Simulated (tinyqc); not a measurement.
Trap-assisted generation and recombination current of an abrupt junction. Which input was changed? Computed by tinyqc, a small Python program. Command: `OMP_NUM_THREADS=1 python tinyqc.py 3015698 3015699 out.jsonl junctionleak which`. One thread of a shared host (Intel(R) Xeon(R) Processor @ 2.30GHz), about 0.09 s of CPU time with the checks.

Depletion approximation, flat quasi-Fermi levels across the depleted layer, long neutral regions with minority lifetimes tau_n and tau_p, full ionisation and Boltzmann statistics. Voltages in exponents stand for e V.

Inputs (values chosen for the exercise, with bands and screening modelled on GaSb): gap E_g = 0.727 eV; electron mass m_e = 0.0384 m_0; valleys M_c = 1; hole mass m_h = 0.403 m_0; dielectric constant eps = 16; acceptor density N_A = 2e+16 cm^-3; donor density N_D = 2.5e+18 cm^-3; capture time tau_n = 4.2e-06 s; capture time tau_p = 6.8e-05 s; trap level E_t - E_i = 0 eV; electron diffusion coefficient D_n = 74 cm^2/s; hole diffusion coefficient D_p = 1.8 cm^2/s; reverse bias V_r = 0.82 V; temperature T = 300 K; tunnelling mass m_t = 0.089 m_0.

Field enhancement: Hurkx tunnelling factor.

Constants: k_B = 8.617333262e-05 eV/K; m_0 = 9.1093837015e-31 kg; k_B = 1.380649e-23 J/K; h = 6.62607015e-34 J s; e = 1.602176634e-19 C; eps_0 = 8.8541878128e-12 F/m; hbar = 1.054571817e-34 J s.

Method:
- N_c = 2 M_c (2 pi m_e k_B T/h^2)^(3/2) and N_v = 2 (2 pi m_h k_B T/h^2)^(3/2), masses in units of m_0.
- n_i = sqrt(N_c N_v) exp(-E_g/2 k_B T); V_bi = (k_B T/e) ln(N_A N_D/n_i^2); diffusion saturation current J_d0 = e n_i^2 [sqrt(D_n/tau_n)/N_A + sqrt(D_p/tau_p)/N_D].
- W = sqrt(2 eps eps_0 (V_bi - V)(1/N_A + 1/N_D)/e), x_p = W N_D/(N_A + N_D), x_n = W - x_p, peak field F_m = 2 (V_bi - V)/W; reverse bias means V = -V_r.
- Both capture times are divided by 1 + Gamma, Gamma = 2 sqrt(3 pi) (F/F_G) exp((F/F_G)^2), F_G = sqrt(24 m_t (k_B T)^3)/(e hbar) (the low-field Hurkx form), F being the local field, linear in x from 0 at the edges to F_m.
- Potential from the p edge: phi = (V_bi - V) x^2/(x_p W) on the p side and (V_bi - V)[1 - (W - x)^2/(x_n W)] on the n side; p = N_A exp(-phi/k_B T), n = n_i^2 exp(V/k_B T)/p; U = (n p - n_i^2)/[tau_p (n + n_i exp(dE/k_B T)) + tau_n (p + n_i exp(-dE/k_B T))], dE = E_t - E_i, n1 = n_i exp(dE/k_B T), p1 = n_i exp(-dE/k_B T); J_t = e int U dx by the trapezoid rule on 400 intervals on each side.
- Generation lifetime tau_g = tau_p exp(dE/k_B T) + tau_n exp(-dE/k_B T); textbook estimate e n_i W/tau_g; generation current J_g = -J_t; total = J_g + J_d0 (1 - exp(-V_r/k_B T)).

Question. One of these inputs alone was changed, within the range given: acceptor density N_A (1e+16 to 4e+16); capture time tau_n (2.1e-06 to 8.4e-06); capture time tau_p (3.4e-05 to 0.000136); temperature T (200 to 600). Which one, and to what value?

Results:
```
run     total reverse current (A/cm^2)  generation current (A/cm^2)  peak field F_m (V/cm)
before                    1.104150e-07                 8.544937e-08               81073.11
after                     1.147085e-07                 8.700237e-08               81073.11
```

Answer.

Each candidate set to reproduce total reverse current, and what it then gives:
```
candidate                          range searched  value needed  generation current (A/cm^2)  peak field F_m (V/cm)
acceptor density N_A (cm^-3)       1e+16 to 4e+16      1.807e16                   8.7072e-08                  77016
capture time tau_n (s)         2.1e-06 to 8.4e-06      3.410e-6                   8.7002e-08                  81073
capture time tau_p (s)        3.4e-05 to 0.000136      6.442e-5                   8.9743e-08                  81073
temperature T (K)                      200 to 600         300.6                   8.8087e-08                  81064
```

Only capture time tau_n fits every result: it went from 4.2e-06 to 3.41e-6 s. The next best candidate, temperature T, misses one result by 1.2 %.

Caution: one side is doped near or above its effective density of states, so Boltzmann statistics understate V_bi.
